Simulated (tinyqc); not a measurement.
Standing waves and exposure in a photoresist film, step by step. Values are carried at full precision from step to step, so a last printed digit may differ when a step is redone from the rounded ones.

Normal incidence from air. Unexposed resist: N1 = n1 + i k1 with k1 = (A + B) lam/(4 pi), lam in micrometres. r01 = (1 - N1)/(1 + N1), t01 = 2/(1 + N1). Below the resist lie the layer Na = na + i ka and the substrate Ns = ns + i ks: r12 = (r1a + ras x)/(1 + r1a ras x), x = exp(4 pi i Na da/lam), r1a = (N1 - Na)/(N1 + Na), ras = (Na - Ns)/(Na + Ns). With p = exp(2 pi i N1 d/lam), the field at depth z is E(z) = t01 [exp(2 pi i N1 z/lam) + r12 p^2 exp(-2 pi i N1 z/lam)]/(1 + r01 r12 p^2), the relative intensity I(z) = n1 |E(z)|^2 and the reflectance R = |(r01 + r12 p^2)/(1 + r01 r12 p^2)|^2.

Inputs chosen for the exercise (a resist on Si, indices near tabulated ones; the results hold for these values, not for the real material): lam = 365 nm (vacuum wavelength); n1 = 1.686 (resist index); A = 0.66 1/micrometre (bleachable absorption (Dill A)); B = 0.06 1/micrometre (fixed absorption (Dill B)); d = 707 nm (resist thickness); ns = 6.464 (substrate n); ks = 2.779 (substrate k); na = 1.784 (n of the bottom antireflection layer); ka = 0.315 (its k); da = 43 nm (its thickness); C = 0.032 cm^2/mJ (exposure rate (Dill C)); D = 15 mJ/cm^2 (incident dose); Ld = 5 nm (diffusion length of the post-exposure bake).

## Interface coefficients

Form N1, r01, t01 and r12.

N1 = 1.68600+0.02091i
r01 = -0.2554-0.0058i
t01 = 0.7446-0.0058i
r12 = 0.3273-0.2166i
|r12|^2 = 0.1540

Next to the bottom the intensity swings by a factor ((1 + |r12|)/(1 - |r12|))^2 = 5.25 between antinode and node; without the layer |r12|^2 would be 0.4099.

## Round trip and reflectance

Form p^2, the denominator and R; the period of the standing wave is lam/(2 n1).

p^2 = -0.5893-0.1183i
1 + r01 r12 p^2 = 1.0563-0.0215i
R = 0.2074
period = 108.24 nm

The film holds 6.53 periods.

## Intensity and exposure over the lowest period

Nine depths from d - period to d. Without bleaching during the exposure the share of unexposed compound is m = exp(-C D I).

Profile:

| z (nm) | I | m |
|---|---|---|
| 598.8 | 0.945 | 0.635 |
| 612.3 | 0.690 | 0.718 |
| 625.8 | 0.389 | 0.830 |
| 639.3 | 0.215 | 0.902 |
| 652.9 | 0.268 | 0.879 |
| 666.4 | 0.515 | 0.781 |
| 679.9 | 0.807 | 0.679 |
| 693.5 | 0.972 | 0.627 |
| 707.0 | 0.910 | 0.646 |

I runs from 0.215 to 0.972 on these points, so m runs from 0.627 to 0.902; the least exposed point listed lies 67.7 nm above the bottom.

## Smoothing by the bake

Gaussian diffusion of length Ld multiplies a cosine of period L by exp(-2 pi^2 Ld^2/L^2). Give that factor, and the Ld that leaves 10 %.

factor = 0.959
Ld for 10 % = 36.97 nm

## Checks

- R against the transfer-matrix product: both 0.20740.

Run: tinyqc, `OMP_NUM_THREADS=1 python tinyqc.py 1652744 1652745 out.jsonl`; Intel(R) Xeon(R) Processor @ 2.30GHz, one thread, shared host; about 0.01 s of CPU time with all checks.
